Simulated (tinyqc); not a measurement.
## Electron continuity equation in a given potential, Scharfetter-Gummel discretisation: current and errors against the applied potential

Steady state in one dimension: J = q mu n E + q D dn/dx with E = -dpsi/dx and D = mu Vt, dJ/dx = 0, fixed densities nL and nR at the ends. The potential is given, psi = 0 for x < L/2 and U (2 x/L - 1) beyond, and is not changed by the electrons.

10 equal intervals. Fluxes J_i = (q D/h)(n_(i+1) P_i - n_i Q_i), d_i = (psi_(i+1) - psi_i)/Vt: Scharfetter-Gummel P = B(d), Q = B(-d), B(d) = d/(exp(d) - 1); central P = 1 - d/2, Q = 1 + d/2; upwind P = 1 + max(-d, 0), Q = 1 + max(d, 0). Balance at each inner node: J_i - J_(i-1) = 0. The reference is Scharfetter-Gummel on 4000 intervals or more. Errors are those of J on the first interval against the reference at its midpoint; errors under 1e-6 % are printed as 0.

Parameters, values chosen for the exercise; mobility close to that of 4H silicon carbide at room temperature:
```
symbol   value        unit               meaning
T          325           K           temperature
mu         892  cm^2/(V s)     electron mobility
L          6.4          um  length of the region
nL      4.1e13       cm^-3      density at x = 0
nR      1.2e14       cm^-3      density at x = L
```

Constants: q = 1.602176634e-19 C, kB = 1.380649e-23 J/K, Vt = kB T/q. Results are converted to the units shown.

Current and errors against the applied potential:
columns A: U (V); B: largest |d|; C: reference J (A/cm^2); D: SG error (%); E: central error (%); F: upwind error (%); G: most negative central n (cm^-3), 0 if none
```
A            B        C  D       E         F         G
0.014  0.09998   0.2225  0  -0.124      7.16         0
0.056   0.3999  -0.2161  0    1.64     -23.2         0
0.14    0.9998  -0.4194  0   0.739     -6.94         0
0.28     2.000  -0.4661  0  0.0129     -1.16         0
0.42     2.999  -0.4808  0  0.0915    -0.280  -2.09e13
0.62     4.428  -0.4907  0    2.22   -0.0612  -4.28e13
0.84     5.999  -0.4963  0    9.03   -0.0172  -5.78e13
1.3      9.284  -0.5020  0    32.5  -2.53e-3  -7.56e13
```

What does the table show?

The reference current falls from 0.223 to -0.502 A/cm^2. The largest errors in size are 0 % (Scharfetter-Gummel), 32 % (central) and 23 % (upwind). Central differences give negative densities for U = 0.42, 0.62, 0.84, 1.3 V; these rows have |d| above 2, which makes negative values possible though not certain.

tinyqc, about 0.01 s, one thread, Intel Xeon 2.30GHz (shared host): `OMP_NUM_THREADS=1 python tinyqc.py 2220041 2220042 out.jsonl`
